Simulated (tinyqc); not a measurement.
Inside a calculation (part 1 of 2). Method: MP2 on RHF in the sto-3g basis, for BeH2, spin multiplicity 1. Computed by tinyqc, a small Python program that keeps every step (integrals from PySCF). Settings: charge = 0, multiplicity = 1, basis = sto-3g, method = RHF, energy threshold = 1e-10, iteration cap = 51, orthogonalisation = symmetric, start = atomic densities, DIIS depth = 6. Command: `OMP_NUM_THREADS=1 python tinyqc.py 29353 29354 out.jsonl` (the two numbers bound the seeds that draw the settings). One thread of a shared host (Intel(R) Xeon(R) Processor @ 2.60GHz), about 0.1 s of CPU time with the checks. Later iterations appear only in the table of the cycle.

## One-electron integrals

Geometry (angstrom):
```
atom         x          y         z
Be    0.000000   0.000000  0.000000
H     0.000000   1.507000  0.000000
H     0.000000  -1.507000  0.000000
```

Basis sto-3g: exponents (1/bohr^2) and contraction coefficients of normalised primitives:
```
element  l (shell)   exponent  coefficient
Be           s (1)  30.167871     0.154329
Be           s (1)   5.495115     0.535328
Be           s (1)   1.487193     0.444635
Be           s (2)   1.314833    -0.099967
Be           s (2)   0.305539     0.399513
Be           s (2)   0.099371     0.700115
Be           p (3)   1.314833     0.155916
Be           p (3)   0.305539     0.607684
Be           p (3)   0.099371     0.391957
H            s (1)   3.425251     0.154329
H            s (1)   0.623914     0.535328
H            s (1)   0.168855     0.444635
```

Overlap, kinetic and nuclear-attraction integrals over the contracted functions; the nuclear repulsion is the sum of Za Zb / Rab.

nuclear repulsion = 2.98474207 hartree

overlap S, lower triangle:
```
           1Be 1s    1Be 2s   1Be 2px    1Be 2py   1Be 2pz     2H 1s     3H 1s
1Be 1s   1.000000
1Be 2s   0.259517  1.000000
1Be 2px  0.000000  0.000000  1.000000
1Be 2py  0.000000  0.000000  0.000000   1.000000
1Be 2pz  0.000000  0.000000  0.000000   0.000000  1.000000
2H 1s    0.048135  0.394295  0.000000   0.474732  0.000000  1.000000
3H 1s    0.048135  0.394295  0.000000  -0.474732  0.000000  0.017730  1.000000
```

kinetic energy T (hartree), lower triangle:
```
            1Be 1s    1Be 2s   1Be 2px    1Be 2py   1Be 2pz      2H 1s     3H 1s
1Be 1s    6.693975
1Be 2s   -0.033012  0.211111
1Be 2px   0.000000  0.000000  0.660592
1Be 2py   0.000000  0.000000  0.000000   0.660592
1Be 2pz   0.000000  0.000000  0.000000   0.000000  0.660592
2H 1s    -0.013135  0.045861  0.000000   0.141772  0.000000   0.760032
3H 1s    -0.013135  0.045861  0.000000  -0.141772  0.000000  -0.006517  0.760032
```

nuclear attraction V (hartree), lower triangle:
```
             1Be 1s     1Be 2s    1Be 2px    1Be 2py    1Be 2pz      2H 1s      3H 1s
1Be 1s   -15.263384
1Be 2s    -2.081503  -2.987132
1Be 2px    0.000000   0.000000  -2.903465
1Be 2py    0.000000   0.000000   0.000000  -3.099212
1Be 2pz    0.000000   0.000000   0.000000   0.000000  -2.903465
2H 1s     -0.384322  -1.096874   0.000000  -1.287811   0.000000  -2.801254
3H 1s     -0.384322  -1.096874   0.000000   1.287811   0.000000  -0.058736  -2.801254
```

core Hamiltonian H = T + V (hartree), lower triangle:
```
            1Be 1s     1Be 2s    1Be 2px    1Be 2py    1Be 2pz      2H 1s      3H 1s
1Be 1s   -8.569409
1Be 2s   -2.114515  -2.776022
1Be 2px   0.000000   0.000000  -2.242873
1Be 2py   0.000000   0.000000   0.000000  -2.438620
1Be 2pz   0.000000   0.000000   0.000000   0.000000  -2.242873
2H 1s    -0.397457  -1.051013   0.000000  -1.146039   0.000000  -2.041222
3H 1s    -0.397457  -1.051013   0.000000   1.146039   0.000000  -0.065253  -2.041222
```

## Two-electron integrals

Functions are numbered as in S; the eight-fold symmetry (ij|kl) = (ji|kl) = (kl|ij) leaves the list below.

Two-electron integrals (ij|kl) in chemists' order, unique and non-zero (hartree):
```
(11|11) 2.298831    (21|11) 0.392036    (21|21) 0.079539    (22|11) 0.570988
(22|21) 0.143041    (22|22) 0.417683    (31|31) 0.014607    (32|31) 0.021888
(32|32) 0.092265    (33|11) 0.569578    (33|21) 0.143083    (33|22) 0.417589
(33|33) 0.449859    (41|41) 0.014607    (42|41) 0.021888    (42|42) 0.092265
(43|43) 0.024249    (44|11) 0.569578    (44|21) 0.143083    (44|22) 0.417589
(44|33) 0.401360    (44|44) 0.449859    (51|51) 0.014607    (52|51) 0.021888
(52|52) 0.092265    (53|53) 0.024249    (54|54) 0.024249    (55|11) 0.569578
(55|21) 0.143083    (55|22) 0.417589    (55|33) 0.401360    (55|44) 0.401360
(55|55) 0.449859    (61|11) 0.071800    (61|21) 0.014560    (61|22) 0.026410
(61|33) 0.026226    (61|41) 0.001285    (61|42) 0.002428    (61|44) 0.026793
(61|55) 0.026226    (61|61) 0.002794    (62|11) 0.181650    (62|21) 0.046212
(62|22) 0.147982    (62|33) 0.142282    (62|41) 0.006037    (62|42) 0.037706
(62|44) 0.159248    (62|55) 0.142282    (62|61) 0.009360    (62|62) 0.079451
(63|31) 0.004144    (63|32) 0.019640    (63|43) 0.006450    (63|63) 0.007095
(64|11) 0.197706    (64|21) 0.050893    (64|22) 0.170820    (64|33) 0.160705
(64|41) 0.009766    (64|42) 0.058530    (64|44) 0.190877    (64|55) 0.160705
(64|61) 0.010747    (64|62) 0.104097    (64|64) 0.140488    (65|51) 0.004144
(65|52) 0.019640    (65|54) 0.006450    (65|65) 0.007095    (66|11) 0.349495
(66|21) 0.090480    (66|22) 0.325269    (66|33) 0.301839    (66|41) 0.013554
(66|42) 0.110343    (66|44) 0.371860    (66|55) 0.301839    (66|61) 0.018751
(66|62) 0.223839    (66|64) 0.310784    (66|66) 0.774606    (71|11) 0.071800
(71|21) 0.014560    (71|22) 0.026410    (71|33) 0.026226    (71|41) -0.001285
(71|42) -0.002428   (71|44) 0.026793    (71|55) 0.026226    (71|61) 0.002553
(71|62) 0.007899    (71|64) 0.008405    (71|66) 0.015312    (71|71) 0.002794
(72|11) 0.181650    (72|21) 0.046212    (72|22) 0.147982    (72|33) 0.142282
(72|41) -0.006037   (72|42) -0.037706   (72|44) 0.159248    (72|55) 0.142282
(72|61) 0.007899    (72|62) 0.040304    (72|64) 0.042733    (72|66) 0.083470
(72|71) 0.009360    (72|72) 0.079451    (73|31) 0.004144    (73|32) 0.019640
(73|43) -0.006450   (73|63) 0.002800    (73|73) 0.007095    (74|11) -0.197706
(74|21) -0.050893   (74|22) -0.170820   (74|33) -0.160705   (74|41) 0.009766
(74|42) 0.058530    (74|44) -0.190877   (74|55) -0.160705   (74|61) -0.008405
(74|62) -0.042733   (74|64) -0.043972   (74|66) -0.087943   (74|71) -0.010747
(74|72) -0.104097   (74|74) 0.140488    (75|51) 0.004144    (75|52) 0.019640
(75|54) -0.006450   (75|65) 0.002800    (75|75) 0.007095    (76|11) 0.011022
(76|21) 0.002728    (76|22) 0.007727    (76|33) 0.007617    (76|44) 0.007943
(76|55) 0.007617    (76|61) 0.000505    (76|62) 0.002808    (76|64) 0.003288
(76|66) 0.006328    (76|71) 0.000505    (76|72) 0.002808    (76|74) -0.003288
(76|76) 0.000145    (77|11) 0.349495    (77|21) 0.090480    (77|22) 0.325269
(77|33) 0.301839    (77|41) -0.013554   (77|42) -0.110343   (77|44) 0.371860
(77|55) 0.301839    (77|61) 0.015312    (77|62) 0.083470    (77|64) 0.087943
(77|66) 0.175564    (77|71) 0.018751    (77|72) 0.223839    (77|74) -0.310784
(77|76) 0.006328    (77|77) 0.774606
```

## Orthogonalisation

S = U s U^T; symmetric (Loewdin) form X = U s^(-1/2) U^T, so that X^T S X = 1.

eigenvalues of S: 0.319704  0.416160  0.951254  1.000000  1.000000  1.650316  1.662566

X, lower triangle:
```
            1Be 1s     1Be 2s   1Be 2px    1Be 2py   1Be 2pz      2H 1s     3H 1s
1Be 1s    1.028574
1Be 2s   -0.151743   1.184355
1Be 2px   0.000000   0.000000  1.000000
1Be 2py   0.000000   0.000000  0.000000   1.265513
1Be 2pz   0.000000   0.000000  0.000000   0.000000  1.000000
2H 1s     0.020749  -0.249973  0.000000  -0.351060  0.000000   1.209778
3H 1s     0.020749  -0.249973  0.000000   0.351060  0.000000  -0.068845  1.209778
```

## Starting guess

The start is atomic minimal-basis densities projected into this basis (PySCF's MINAO start) and scaled to the electron count of each spin; this density is not idempotent, so its energy is not variational and may lie below the converged one.

D at the start, lower triangle:
```
            1Be 1s    1Be 2s   1Be 2px    1Be 2py   1Be 2pz     2H 1s     3H 1s
1Be 1s    2.153105
1Be 2s   -0.519182  2.030272
1Be 2px   0.000000  0.000000  0.000000
1Be 2py   0.000000  0.000000  0.000000   0.003255
1Be 2pz   0.000000  0.000000  0.000000   0.000000  0.000000
2H 1s    -0.030648  0.134718  0.000000   0.038088  0.000000  0.901786
3H 1s    -0.030648  0.134718  0.000000  -0.038088  0.000000  0.010437  0.901786
```

## Iteration 1: building the Fock matrix

J_ij = sum D_kl (ij|kl), K_ij = sum D_kl (ik|jl); F = H + J - 0.5 K; E = tr D H + tr D J / 2 - 0.25 tr D K + E_nn.

Coulomb J (hartree), lower triangle:
```
           1Be 1s    1Be 2s   1Be 2px    1Be 2py   1Be 2pz     2H 1s     3H 1s
1Be 1s   6.453435
1Be 2s   1.246498  2.619577
1Be 2px  0.000000  0.000000  2.569403
1Be 2py  0.000000  0.000000  0.000000   2.709526
1Be 2pz  0.000000  0.000000  0.000000   0.000000  2.569403
2H 1s    0.229691  0.963667  0.000000   1.132342  0.000000  2.288211
3H 1s    0.229691  0.963667  0.000000  -1.132342  0.000000  0.049980  2.288211
```

exchange K (hartree), lower triangle:
```
           1Be 1s    1Be 2s   1Be 2px    1Be 2py   1Be 2pz     2H 1s     3H 1s
1Be 1s   4.708411
1Be 2s   0.822067  1.094996
1Be 2px  0.000000  0.000000  0.220037
1Be 2py  0.000000  0.000000  0.000000   0.509395
1Be 2pz  0.000000  0.000000  0.000000   0.000000  0.220037
2H 1s    0.168383  0.563714  0.000000   0.395491  0.000000  0.940163
3H 1s    0.168383  0.563714  0.000000  -0.395491  0.000000  0.108055  0.940163
```

Fock matrix F (hartree), lower triangle:
```
            1Be 1s     1Be 2s   1Be 2px    1Be 2py   1Be 2pz      2H 1s      3H 1s
1Be 1s   -4.470180
1Be 2s   -1.279051  -0.703943
1Be 2px   0.000000   0.000000  0.216511
1Be 2py   0.000000   0.000000  0.000000   0.016209
1Be 2pz   0.000000   0.000000  0.000000   0.000000  0.216511
2H 1s    -0.251957  -0.369203  0.000000  -0.211442  0.000000  -0.223093
3H 1s    -0.251957  -0.369203  0.000000   0.211442  0.000000  -0.069301  -0.223093
```

total energy of this density = -15.31734857 hartree

This density is the starting one; it is not idempotent, so its energy is not variational and may lie below the converged one.

## Iteration 1: diagonalisation and new density

Diagonalise F' = X^T F X, C = X C', fill 3 alpha and 3 beta electrons from the bottom; D = 2 C_occ C_occ^T. Each column has its largest component positive (the first on a tie).

F' = X^T F X (hartree), lower triangle:
```
           1          2         3          4         5          6         7
1  -4.363347
2  -0.675344  -0.268162
3   0.000000   0.000000  0.216511
4   0.000000   0.000000  0.000000   0.363801
5   0.000000   0.000000  0.000000   0.000000  0.216511
6  -0.024284  -0.272874  0.000000  -0.332423  0.000000   0.041818
7  -0.024284  -0.272874  0.000000   0.332423  0.000000  -0.090390  0.041818
```

orbital energies (hartree): MO1 -4.473904, MO2 -0.482806, MO3 -0.236164, MO4 0.216511, MO5 0.216511, MO6 0.276628, MO7 0.732174

coefficients C:
```
               MO1        MO2        MO3        MO4       MO5        MO6        MO7
1Be 1s    0.991293  -0.233499   0.000000   0.000000  0.000000  -0.211347   0.000000
1Be 2s    0.032629   0.673418   0.000000   0.000000  0.000000   1.046966   0.000000
1Be 2px   0.000000   0.000000   0.000000  -0.236101  0.971728   0.000000   0.000000
1Be 2py   0.000000   0.000000   0.389750   0.000000  0.000000   0.000000   1.302345
1Be 2pz   0.000000   0.000000   0.000000   0.971728  0.236101   0.000000   0.000000
2H 1s    -0.002165   0.336857   0.495141   0.000000  0.000000  -0.774793  -0.833977
3H 1s    -0.002165   0.336857  -0.495141   0.000000  0.000000  -0.774793   0.833977
```

D after iteration 1, lower triangle:
```
            1Be 1s    1Be 2s   1Be 2px    1Be 2py   1Be 2pz      2H 1s     3H 1s
1Be 1s    2.074369
1Be 2s   -0.249796  0.909113
1Be 2px   0.000000  0.000000  0.000000
1Be 2py   0.000000  0.000000  0.000000   0.303810
1Be 2pz   0.000000  0.000000  0.000000   0.000000  0.000000
2H 1s    -0.161605  0.453550  0.000000   0.385963  0.000000   0.717284
3H 1s    -0.161605  0.453550  0.000000  -0.385963  0.000000  -0.263376  0.717284
```

Within a degenerate level the vectors are fixed only up to a rotation; this is one choice.

## Iteration 7 (converged): orbitals

converged F (hartree), lower triangle:
```
            1Be 1s     1Be 2s   1Be 2px    1Be 2py   1Be 2pz      2H 1s      3H 1s
1Be 1s   -4.526154
1Be 2s   -1.289072  -0.603177
1Be 2px   0.000000   0.000000  0.213888
1Be 2py   0.000000   0.000000  0.000000  -0.168711
1Be 2pz   0.000000   0.000000  0.000000   0.000000  0.213888
2H 1s    -0.246981  -0.357205  0.000000  -0.311231  0.000000  -0.251130
3H 1s    -0.246981  -0.357205  0.000000   0.311231  0.000000  -0.021478  -0.251130
```

As before.

F' = X^T F X (hartree), lower triangle:
```
           1          2         3          4         5          6         7
1  -4.416825
2  -0.698451  -0.135485
3   0.000000   0.000000  0.213888
4   0.000000   0.000000  0.000000   0.226282
5   0.000000   0.000000  0.000000   0.000000  0.213888
6  -0.014937  -0.292002  0.000000  -0.402283  0.000000   0.059247
7  -0.014937  -0.292002  0.000000   0.402283  0.000000  -0.082527  0.059247
```

orbital energies (hartree): MO1 -4.529532, MO2 -0.427469, MO3 -0.386453, MO4 0.213888, MO5 0.213888, MO6 0.381411, MO7 0.754509

coefficients C:
```
               MO1        MO2        MO3        MO4       MO5        MO6        MO7
1Be 1s    0.991825  -0.214484   0.000000   0.000000  0.000000  -0.228325   0.000000
1Be 2s    0.031401   0.595336   0.000000   0.000000  0.000000   1.093290   0.000000
1Be 2px   0.000000   0.000000   0.000000  -0.259201  0.965823   0.000000   0.000000
1Be 2py   0.000000   0.000000   0.497246   0.000000  0.000000   0.000000   1.265209
1Be 2pz   0.000000   0.000000   0.000000   0.965823  0.259201   0.000000   0.000000
2H 1s    -0.003724   0.392477   0.423698   0.000000  0.000000  -0.748151  -0.872446
3H 1s    -0.003724   0.392477  -0.423698   0.000000  0.000000  -0.748151   0.872446
```

D after iteration 7, lower triangle:
```
            1Be 1s    1Be 2s   1Be 2px    1Be 2py   1Be 2pz      2H 1s     3H 1s
1Be 1s    2.059440
1Be 2s   -0.193092  0.710823
1Be 2px   0.000000  0.000000  0.000000
1Be 2py   0.000000  0.000000  0.000000   0.494508
1Be 2pz   0.000000  0.000000  0.000000   0.000000  0.000000
2H 1s    -0.175747  0.467077  0.000000   0.421365  0.000000   0.667144
3H 1s    -0.175747  0.467077  0.000000  -0.421365  0.000000  -0.050937  0.667144
```

Within a degenerate level the vectors are fixed only up to a rotation; this is one choice.

## Convergence

Stop when the energy changes by less than 1e-10 hartree and every element of the error matrix X^T (F D S - S D F) X is below 3e-06.

Course of the cycle:
```
iteration   E (hartree)     change  largest element of the error matrix
1          -15.31734857          -                             3.02e-01
2          -15.51237950  -1.95e-01                             1.03e-01
3          -15.52973284  -1.74e-02                             1.61e-02
4          -15.53046605  -7.33e-04                             6.79e-04
5          -15.53046681  -7.60e-07                             1.03e-05
6          -15.53046681  -2.19e-10                             5.81e-07
7          -15.53046681  -5.61e-13                             2.39e-07
```

PySCF RHF in the same basis = -15.53046681 hartree

Converged in 7 iterations.

## Populations, bond orders and dipole

Mulliken: Z minus the diagonal of D S on the atom; Loewdin: the same with S^(1/2) D S^(1/2); Mayer order: 2 sum_s sum (D(s) S)_ij (D(s) S)_ji over the two atoms.

Charges (e):
```
atom   Mulliken    Loewdin
1Be    0.083966   0.070960
2H    -0.041983  -0.035480
3H    -0.041983  -0.035480
```

Mayer bond orders:
```
pair     order
2-1   0.994213
3-1   0.994213
3-2   0.004024
```

dipole moment about the origin, x y z (debye): 0.000000  0.000000  0.000000

## Integrals over molecular orbitals

(pq|rs) = sum C_ip C_jq C_kr C_ls (ij|kl), one index at a time.

one-electron integrals over orbitals h = C^T H C (hartree), lower triangle:
```
           1          2          3          4          5          6          7
1  -8.558010
2   0.211611  -2.335532
3   0.000000   0.000000  -2.278213
4   0.000000   0.000000   0.000000  -2.242873
5   0.000000   0.000000   0.000000   0.000000  -2.242873
6   0.202970  -0.228223   0.000000   0.000000   0.000000  -1.900205
7   0.000000   0.000000  -0.307694   0.000000   0.000000   0.000000  -1.851581
```

Two-electron integrals over orbitals (pq|rs), unique and non-zero (hartree):
```
(11|11) 2.271787    (21|11) -0.189107   (21|21) 0.024259    (22|11) 0.464283
(22|21) -0.005914   (22|22) 0.379827    (31|31) 0.005239    (32|31) 0.011666
(32|32) 0.160271    (33|11) 0.428812    (33|21) -0.002462   (33|22) 0.392100
(33|33) 0.415447    (41|41) 0.015753    (42|41) 0.014996    (42|42) 0.047792
(43|43) 0.012974    (44|11) 0.569182    (44|21) -0.007407   (44|22) 0.357151
(44|33) 0.340307    (44|44) 0.449859    (51|51) 0.015753    (52|51) 0.014996
(52|52) 0.047792    (53|53) 0.012974    (54|54) 0.024249    (55|11) 0.569182
(55|21) -0.007407   (55|22) 0.357151    (55|33) 0.340307    (55|44) 0.401360
(55|55) 0.449859    (61|11) -0.191290   (61|21) 0.025086    (61|22) -0.006139
(61|33) -0.003217   (61|44) -0.005519   (61|55) -0.005519   (61|61) 0.026051
(62|11) 0.131149    (62|21) -0.006158   (62|22) -0.016923   (62|33) -0.042278
(62|44) 0.064034    (62|55) 0.064034    (62|61) -0.005020   (62|62) 0.081793
(63|31) -0.000874   (63|32) -0.092489   (63|63) 0.085978    (64|41) 0.016266
(64|42) 0.046796    (64|64) 0.049769    (65|51) 0.016266    (65|52) 0.046796
(65|65) 0.049769    (66|11) 0.464502    (66|21) -0.006711   (66|22) 0.381053
(66|33) 0.392163    (66|44) 0.356224    (66|55) 0.356224    (66|61) -0.006512
(66|62) -0.029105   (66|66) 0.397528    (71|31) 0.009918    (71|32) 0.018345
(71|63) -0.000263   (71|71) 0.018968    (72|31) 0.004335    (72|32) -0.040271
(72|63) 0.062242    (72|71) 0.008184    (72|72) 0.057103    (73|11) 0.148284
(73|21) -0.004243   (73|22) -0.000537   (73|33) -0.018153   (73|44) 0.067847
(73|55) 0.067847    (73|61) -0.003559   (73|62) 0.077396    (73|66) -0.021559
(73|73) 0.086040    (74|43) 0.013399    (74|74) 0.016877    (75|53) 0.013399
(75|75) 0.016877    (76|31) 0.010096    (76|32) 0.140576    (76|63) -0.092235
(76|71) 0.016324    (76|72) -0.049293   (76|76) 0.137599    (77|11) 0.553607
(77|21) -0.007863   (77|22) 0.406830    (77|33) 0.423665    (77|44) 0.380817
(77|55) 0.380817    (77|61) -0.007873   (77|62) -0.022895   (77|66) 0.416441
(77|73) 0.000363    (77|77) 0.462344
```
